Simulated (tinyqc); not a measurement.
Interstitial-substitutional diffusion of a fast metal impurity in a wafer (kick-out and dissociative mechanisms): one step, computed by the program tinyqc.

The metal moves as an interstitial A_i and dissolves on lattice sites either by kicking out a self-interstitial (A_i = A_s + I) or by filling a vacancy (A_i + V = A_s). With A_i at its solubility, local equilibrium and c = C_s/C_s*, self-interstitials and vacancies obey C_I/C_I* = 1/c and C_V/C_V* = c.

Question. Diffusivity against concentration. In defect-free silicon dc/dt = d/dx [(D_K/c^2 + D_F) dc/dx], c = 1 at both faces. D_K = D_I C_I*/C_s* and D_F = D_V C_V*/C_s*. The two terms are equal at c* = sqrt(D_K/D_F). Take c = 1, 0.5, 0.2, 0.1, 0.03 and 0.01.

Inputs (values chosen for the exercise, loosely like those of a heavy transition metal in silicon): temperature T = 1075 C.

D_K = 1.128905e-09 cm^2/s

D_F = 3.050464e-10 cm^2/s

Give: c*; Effective diffusivity (cm^2/s).

Answer.

c* = 1.9237

Effective diffusivity (cm^2/s):
```
c     kick-out term       total
1.00     1.1289e-09  1.4340e-09
0.50     4.5156e-09  4.8207e-09
0.20     2.8223e-08  2.8528e-08
0.10     1.1289e-07  1.1320e-07
0.03     1.2543e-06  1.2546e-06
0.01     1.1289e-05  1.1289e-05
```
